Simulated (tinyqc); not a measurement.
# Worked calculation: metal gate on a two-layer dielectric stack with fixed charge and a dipole

tinyqc, about 0.01 s, one thread, Intel Xeon 2.30GHz (shared host): `OMP_NUM_THREADS=1 python tinyqc.py 2010064 2010065 out.jsonl` Printed values are rounded.

Gate, layer 2, layer 1, p-type semiconductor; x runs from the gate inwards. Charges are counted in units of +q. psi is the band bending at the surface, positive towards inversion. Classical charge, Boltzmann statistics, no interface traps.

Parameters, values chosen for the exercise; band and dielectric values close to those of silicon, layer 1 close to silicon dioxide, layer 2 close to hafnium oxide:
```
symbol    value   unit                                               meaning
T           350      K                                           temperature
Eg         1.13     eV                                              band gap
eps_r      11.7                                        relative permittivity
Nc      3.53e19  cm^-3                conduction-band density of states at T
Nv      3.29e19  cm^-3                   valence-band density of states at T
chi        3.98     eV                                     electron affinity
Na       7.5e17  cm^-3                                      acceptor density
pM         4.52     eV                       work function of the gate metal
t1          0.6     nm       thickness of layer 1, next to the semiconductor
e1         3.81                             relative permittivity of layer 1
t2          1.7     nm                thickness of layer 2, next to the gate
e2         22.7                             relative permittivity of layer 2
Q1       9.1e10  cm^-2           fixed charge at the semiconductor interface
Q2       4.4e11  cm^-2                       fixed charge between the layers
r1            0  cm^-3                     uniform charge density in layer 1
r2            0  cm^-3                     uniform charge density in layer 2
Vd         0.19      V  flat-band shift by a dipole layer between the layers
ps        1.033      V                 band bending psi of the working point
```

Constants: q = 1.602176634e-19 C, kB = 1.380649e-23 J/K, Vt = kB T/q, eps0 = 8.8541878128e-14 F/cm where lengths are in cm. Results are converted to the units shown.

Range of the model: At the working point ps the carrier density at the surface is 1.8 times the band density of states, where degeneracy and quantisation, left out here, matter.

## Equivalent thickness and work-function difference

EOT = 3.9 (t1/e1 + t2/e2), Cox = eps0/(t1/e1 + t2/e2); phi_ms = pM - (chi + Eg - Vt ln(Nv/Na)).

EOT = 0.906244 nm
Cox = 3.81038 uF/cm^2
share of layer 1 in the EOT = 67.7713 %
phi_ms = -0.475958 V

## Flat-band voltage, term by term

EOT = 3.9 (t1/e1 + t2/e2), Cox = eps0/(t1/e1 + t2/e2); phi_ms = pM - (chi + Eg - Vt ln(Nv/Na)). Vfb = phi_ms + Vd - (q/eps0) [Q1 (t1/e1 + t2/e2) + Q2 t2/e2 + r1 (t1^2/(2 e1) + t1 t2/e2) + r2 t2^2/(2 e2)]: each charge counts with its electrical distance from the gate.

terms (V): phi_ms -0.475958, dipole 0.190000, Q1 -0.003826, Q2 -0.005963, r1 0.000000, r2 0.000000
Vfb = -0.295747 V

Apart from phi_ms the largest term is that of dipole, 190 mV; all charges and the dipole together move Vfb by 180 mV.

## Threshold voltage

ni = sqrt(Nc Nv) exp(-Eg/(2 Vt)), Eg in volts, pB = Vt ln(Na/ni), Vth = Vfb + 2 pB + sqrt(4 q eps0 eps_r Na pB)/Cox.

ni = 2.49370e11 cm^-3
pB = 0.449896 V
depletion charge = 0.473303 uC/cm^2
Vth = 0.728259 V

## Charge in the semiconductor

ni = sqrt(Nc Nv) exp(-Eg/(2 Vt)), Eg in volts. Qs = -sign(psi) sqrt(2 q eps0 eps_r Na Vt [exp(-u) + u - 1 + (ni/Na)^2 (exp(u) - u - 1)]), u = psi/Vt.

Qs = -0.933554 uC/cm^2

The surface is in strong inversion: psi exceeds 2 Vt ln(Na/ni) = 0.900 V.

## Fields and voltage drops

Gauss: D = -Qs just inside the semiconductor; going towards the gate subtract q Q1, then q r1 t1, q Q2 and q r2 t2. Field = D/(eps0 e); the drop over a layer is its mean field times its thickness; Vg = phi_ms + Vd + psi + both drops.

```
place,D (uC/cm^2),field (MV/cm)
"layer 2, gate side",0.848478,0.42215
"layer 2, inner side",0.848478,0.42215
"layer 1, outer side",0.918974,2.72414
"layer 1, semiconductor side",0.918974,2.72414
semiconductor surface,0.933554,0.90117
```

drop over layer 2 = 0.0717654 V
drop over layer 1 = 0.163448 V
Vg = 0.982256 V

The same Vg follows from Vfb + psi - Qs/Cox. The largest field, 2.72 MV/cm in size, is at: layer 1, outer side.
